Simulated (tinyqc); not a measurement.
Short-period [001] superlattice in sp3s* tight binding: sweeps and comparisons. A value that a table varies takes the place of the one given here.

Planes alternate anion, cation along [001], a/4 apart; at zero in-plane momentum s, pz, s* form one block. All levels of A are shifted so that its Ev (lower root of [[Epa, Vxx], [Vxx, Epc]]) is 0, and those of B so that its Ev is -dEv. A monolayer is an anion plane and the cation plane above it; an anion between unlike cations takes the mean of the two anion levels; each bond takes the couplings of its cation. Block from an anion to the cation above: U with Vss/2 (s,s), Vsapc/2 (s,z), -Vscpa/2 (z,s), Vxx/2 (z,z), Vxapc/2 (s*,z), -Vpaxc/2 (z,s*); to the cation below: the same with the s-z and s*-z signs reversed. The cell of n + m monolayers is closed with the phase exp(2 pi i q). No spin-orbit coupling. In this block 2 (n + m) levels are filled.

For the two lowest empty levels at q = 0: energy, share of the cation weight on A, and Gamma character, the share of the cation amplitudes with Fourier index |j|/(n + m) < 1/4 along the stack (near 1: Gamma-like, near 0: folded from X).

Parameters, chosen for this exercise (A near a published set for GaAs, B for AlAs; the results hold for these values, not for the real material): pA = (-8.32, 1.038, -2.66, 3.661, 8.569, 6.722, -6.466, 1.954, 5.068, 4.478, 5.798, 4.843, 4.794) eV (order Esa, Epa, Esc, Epc, Exa, Exc, Vss, Vxx, Vxy, Vsapc, Vscpa, Vxapc, Vpaxc); pB = (-7.529, 0.983, -1.16, 3.596, 7.494, 6.746, -6.651, 1.874, 4.291, 5.099, 5.513, 4.517, 4.982) eV (the same for B); dEv = 0.49 eV (valence offset: Ev(B) lies this far below Ev(A)); a = 5.655 angstrom (lattice constant, taken common; strain is left out); nw = 17 (monolayers of A); n2 = 11 (monolayers of A); m2 = 9 (monolayers of B).

## Equal layers of growing thickness

n = m.

Lowest empty levels:

| n = m | layer (angstrom) | E1 (eV) | on A | Gamma | E2 (eV) | on A | Gamma |
|---|---|---|---|---|---|---|---|
| 2 | 5.7 | 1.8999 | 0.45 | 0.05 | 1.9704 | 0.68 | 0.88 |
| 3 | 8.5 | 1.8767 | 0.21 | 0.00 | 1.9352 | 0.75 | 0.95 |
| 4 | 11.3 | 1.8415 | 0.18 | 0.09 | 1.9098 | 0.73 | 0.92 |
| 6 | 17.0 | 1.8090 | 0.23 | 0.21 | 1.8365 | 0.74 | 0.85 |
| 8 | 22.6 | 1.7701 | 0.91 | 0.97 | 1.8040 | 0.03 | 0.03 |
| 10 | 28.3 | 1.7267 | 0.95 | 0.99 | 1.7997 | 0.00 | 0.00 |
| 12 | 33.9 | 1.6952 | 0.97 | 1.00 | 1.7974 | 0.01 | 0.00 |
| 14 | 39.6 | 1.6721 | 0.98 | 1.00 | 1.7935 | 0.00 | 0.00 |
| 18 | 50.9 | 1.6417 | 0.99 | 1.00 | 1.7912 | 0.00 | 0.00 |

At zero in-plane momentum (the in-plane X valleys are left out) the lowest level is X-like for n = 2, 3, 4 and 6 and Gamma-like for the others (a Gamma weight between about 0.35 and 0.65 marks an even mixture, at the crossover). Thin layers push the light Gamma electron up past the heavy X electron, whose share on A runs from 0.18 to 0.45, so for n = 3, 4 and 6 it lies apart from the holes in A (type II); the crossover lies between n = 6 and 8. The crossover moves with dEv and with the electron mass, which this model makes too heavy, so it comes at thinner layers than in the real system. At n = 18 the lowest level lies 0.070 eV above the lowest bulk edge of the two crystals, with 99 % of its cation weight on A.

## Miniband width against barrier thickness

nw monolayers of A and m of B; lowest empty level at q = 0 and q = 1/2. The decay constant is ln(width(4)/width(6)) over two monolayers, each a/2 thick.

Lowest miniband:

| m | E(q = 0) (eV) | E(q = 1/2) (eV) | width (meV) | Gamma character |
|---|---|---|---|---|
| 1 | 1.6055 | 1.6778 | 72.356 | 0.99 |
| 2 | 1.6247 | 1.6671 | 42.450 | 1.00 |
| 3 | 1.6346 | 1.6597 | 25.111 | 1.00 |
| 4 | 1.6401 | 1.6552 | 15.043 | 1.00 |
| 5 | 1.6434 | 1.6522 | 8.845 | 1.00 |
| 6 | 1.6452 | 1.6505 | 5.302 | 1.00 |
| 8 | 1.6470 | 1.6488 | 1.863 | 1.00 |

decay constant = 0.1844 1/angstrom

The width falls from 72.4 to 1.86 meV, as exp(-kappa d) with kappa = 0.184 1/angstrom, which stands for the decay constant of the barrier at this energy: each monolayer costs a factor 1.68. The level at q = 0 rises by 41 meV towards that of a single well.

## What each change does

A cell with n = n2 and m = m2. Each row changes one parameter from the base and keeps the others.

Results:

| case | E1 (eV) | A share 1 | Gamma 1 | E2 (eV) | A share 2 | Gamma 2 |
|---|---|---|---|---|---|---|
| base | 1.7088 | 0.96 | 0.99 | 1.8008 | 0.01 | 0.00 |
| n2 = 13 | 1.6819 | 0.97 | 1.00 | 1.8008 | 0.01 | 0.00 |
| m2 = 11 | 1.7097 | 0.96 | 0.99 | 1.7989 | 0.00 | 0.00 |
| dEv = 0.59 eV | 1.7012 | 0.00 | 0.00 | 1.7020 | 0.90 | 0.93 |

The largest shifts from the base row, up to three for each result and ties (the steps differ in size, so this ranks the rows, not the parameters). E1 (eV): n2 -0.0269, dEv -0.0076, m2 +0.0008. A share 1: dEv -0.96, n2 +0.01; unchanged at the printed digits by m2. Gamma 1: dEv -0.99, n2 +0.00; unchanged at the printed digits by m2. E2 (eV): dEv -0.0988, m2 -0.0019; unchanged at the printed digits by n2. A share 2: dEv +0.89, m2 -0.00; unchanged at the printed digits by n2. Gamma 2: dEv +0.93; unchanged at the printed digits by n2 and m2.

Computed by tinyqc, a small Python program: `OMP_NUM_THREADS=1 python tinyqc.py 1481301 1481302 out.jsonl` (the numbers bound the seed that draws the inputs); one thread of a shared host (Intel(R) Xeon(R) Processor @ 2.30GHz), about 0.5 s for the whole set of steps.
